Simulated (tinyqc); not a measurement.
Worked calculation: UHF in the sto-3g basis, for BeH, spin multiplicity 2. One step of it, computed by the program tinyqc.

Question. Iteration 1: building the Fock matrix. J_ij = sum D_kl (ij|kl) with D = D(alpha) + D(beta), K_ij = sum D_kl (ik|jl) for each spin; F = H + J - K(s); E = tr D H + tr D J / 2 - 0.5 sum_s tr D(s) K(s) + E_nn.

D(alpha) at the start:
```
,1Be 1s,1Be 2s,1Be 2px,1Be 2py,1Be 2pz,2H 1s
1Be 1s,0.000461,-0.002287,0.000000,0.000000,-0.003363,0.022006
1Be 2s,-0.002287,0.011347,0.000000,0.000000,0.016688,-0.109195
1Be 2px,0.000000,0.000000,1.000000,0.000000,0.000000,0.000000
1Be 2py,0.000000,0.000000,0.000000,1.000000,0.000000,0.000000
1Be 2pz,-0.003363,0.016688,0.000000,0.000000,0.024544,-0.160593
2H 1s,0.022006,-0.109195,0.000000,0.000000,-0.160593,1.050787
```

D(beta) at the start:
```
,1Be 1s,1Be 2s,1Be 2px,1Be 2py,1Be 2pz,2H 1s
1Be 1s,0.000461,-0.002287,0.000000,0.000000,-0.003363,0.022006
1Be 2s,-0.002287,0.011347,0.000000,0.000000,0.016688,-0.109195
1Be 2px,0.000000,0.000000,0.702658,-0.457088,0.000000,0.000000
1Be 2py,0.000000,0.000000,-0.457088,0.297342,0.000000,0.000000
1Be 2pz,-0.003363,0.016688,0.000000,0.000000,0.024544,-0.160593
2H 1s,0.022006,-0.109195,0.000000,0.000000,-0.160593,1.050787
```

core Hamiltonian H = T + V (hartree):
```
,1Be 1s,1Be 2s,1Be 2px,1Be 2py,1Be 2pz,2H 1s
1Be 1s,-8.079895,-1.987477,0.000000,0.000000,-0.005225,-0.036326
1Be 2s,-1.987477,-2.314614,0.000000,0.000000,-0.056145,-0.242209
1Be 2px,0.000000,0.000000,-1.836000,0.000000,0.000000,0.000000
1Be 2py,0.000000,0.000000,0.000000,-1.836000,0.000000,0.000000
1Be 2pz,-0.005225,-0.056145,0.000000,0.000000,-1.867510,-0.330309
2H 1s,-0.036326,-0.242209,0.000000,0.000000,-0.330309,-1.317672
```

Two-electron integrals (ij|kl) in chemists' order, unique and non-zero (hartree):
```
i,j,k,l,(ij|kl)
1,1,1,1,2.298831
2,1,1,1,0.392036
2,1,2,1,0.079539
2,2,1,1,0.570988
2,2,2,1,0.143041
2,2,2,2,0.417683
3,1,3,1,0.014607
3,2,3,1,0.021888
3,2,3,2,0.092265
3,3,1,1,0.569578
3,3,2,1,0.143083
3,3,2,2,0.417589
3,3,3,3,0.449859
4,1,4,1,0.014607
4,2,4,1,0.021888
4,2,4,2,0.092265
4,3,4,3,0.024249
4,4,1,1,0.569578
4,4,2,1,0.143083
4,4,2,2,0.417589
4,4,3,3,0.401360
4,4,4,4,0.449859
5,1,5,1,0.014607
5,2,5,1,0.021888
5,2,5,2,0.092265
5,3,5,3,0.024249
5,4,5,4,0.024249
5,5,1,1,0.569578
5,5,2,1,0.143083
5,5,2,2,0.417589
5,5,3,3,0.401360
5,5,4,4,0.401360
5,5,5,5,0.449859
6,1,1,1,0.006707
6,1,2,1,0.001374
6,1,2,2,0.002536
6,1,3,3,0.002514
6,1,4,4,0.002514
6,1,5,1,0.000155
6,1,5,2,0.000296
6,1,5,5,0.002581
6,1,6,1,0.000026
6,2,1,1,0.040450
6,2,2,1,0.010410
6,2,2,2,0.036609
6,2,3,3,0.035039
6,2,4,4,0.035039
6,2,5,1,0.001269
6,2,5,2,0.009919
6,2,5,5,0.039702
6,2,6,1,0.000207
6,2,6,2,0.007205
6,3,3,1,0.000560
6,3,3,2,0.003301
6,3,5,3,0.001380
6,3,6,3,0.000383
6,4,4,1,0.000560
6,4,4,2,0.003301
6,4,5,4,0.001380
6,4,6,4,0.000383
6,5,1,1,0.054865
6,5,2,1,0.014188
6,5,2,2,0.051150
6,5,3,3,0.048515
6,5,4,4,0.048515
6,5,5,1,0.001936
6,5,5,2,0.015131
6,5,5,5,0.056353
6,5,6,1,0.000286
6,5,6,2,0.010905
6,5,6,5,0.016614
6,6,1,1,0.212770
6,6,2,1,0.055215
6,6,2,2,0.211732
6,6,3,3,0.201759
6,6,4,4,0.201759
6,6,5,1,0.005220
6,6,5,2,0.054954
6,6,5,5,0.231382
6,6,6,1,0.001076
6,6,6,2,0.061235
6,6,6,5,0.096163
6,6,6,6,0.774606
```

nuclear repulsion = 0.85110931 hartree

Give: Coulomb J; exchange K(alpha); exchange K(beta); F(alpha); F(beta); total energy of this density.

Answer.

Coulomb J (hartree):
```
,1Be 1s,1Be 2s,1Be 2px,1Be 2py,1Be 2pz,2H 1s
1Be 1s,2.1430,0.5417,0.0000,0.0000,0.0105,0.0097
1Be 2s,0.5417,1.6783,0.0000,0.0000,0.1073,0.2270
1Be 2px,0.0000,0.0000,1.6928,-0.0222,0.0000,0.0000
1Be 2py,0.0000,0.0000,-0.0222,1.6732,0.0000,0.0000
1Be 2pz,0.0105,0.1073,0.0000,0.0000,1.6678,0.3371
2H 1s,0.0097,0.2270,0.0000,0.0000,0.3371,2.1642
```

exchange K(alpha) (hartree):
```
,1Be 1s,1Be 2s,1Be 2px,1Be 2py,1Be 2pz,2H 1s
1Be 1s,0.0297,0.0441,0.0000,0.0000,0.0000,0.0001
1Be 2s,0.0441,0.1878,0.0000,0.0000,0.0043,0.0394
1Be 2px,0.0000,0.0000,0.4749,0.0000,0.0000,0.0000
1Be 2py,0.0000,0.0000,0.0000,0.4749,0.0000,0.0000
1Be 2pz,0.0000,0.0043,0.0000,0.0000,0.0566,0.0593
2H 1s,0.0001,0.0394,0.0000,0.0000,0.0593,0.7714
```

exchange K(beta) (hartree):
```
,1Be 1s,1Be 2s,1Be 2px,1Be 2py,1Be 2pz,2H 1s
1Be 1s,0.0151,0.0222,0.0000,0.0000,0.0000,-0.0004
1Be 2s,0.0222,0.0955,0.0000,0.0000,0.0043,0.0361
1Be 2px,0.0000,0.0000,0.3241,-0.1945,0.0000,0.0000
1Be 2py,0.0000,0.0000,-0.1945,0.1516,0.0000,0.0000
1Be 2pz,0.0000,0.0043,0.0000,0.0000,0.0324,0.0579
2H 1s,-0.0004,0.0361,0.0000,0.0000,0.0579,0.7710
```

F(alpha) (hartree):
```
,1Be 1s,1Be 2s,1Be 2px,1Be 2py,1Be 2pz,2H 1s
1Be 1s,-5.9666,-1.4899,0.0000,0.0000,0.0052,-0.0267
1Be 2s,-1.4899,-0.8241,0.0000,0.0000,0.0469,-0.0546
1Be 2px,0.0000,0.0000,-0.6181,-0.0222,0.0000,0.0000
1Be 2py,0.0000,0.0000,-0.0222,-0.6378,0.0000,0.0000
1Be 2pz,0.0052,0.0469,0.0000,0.0000,-0.2563,-0.0526
2H 1s,-0.0267,-0.0546,0.0000,0.0000,-0.0526,0.0752
```

F(beta) (hartree):
```
,1Be 1s,1Be 2s,1Be 2px,1Be 2py,1Be 2pz,2H 1s
1Be 1s,-5.9520,-1.4680,0.0000,0.0000,0.0052,-0.0262
1Be 2s,-1.4680,-0.7318,0.0000,0.0000,0.0469,-0.0513
1Be 2px,0.0000,0.0000,-0.4673,0.1724,0.0000,0.0000
1Be 2py,0.0000,0.0000,0.1724,-0.3145,0.0000,0.0000
1Be 2pz,0.0052,0.0469,0.0000,0.0000,-0.2321,-0.0512
2H 1s,-0.0262,-0.0513,0.0000,0.0000,-0.0512,0.0756
```

total energy of this density = -4.019349 hartree
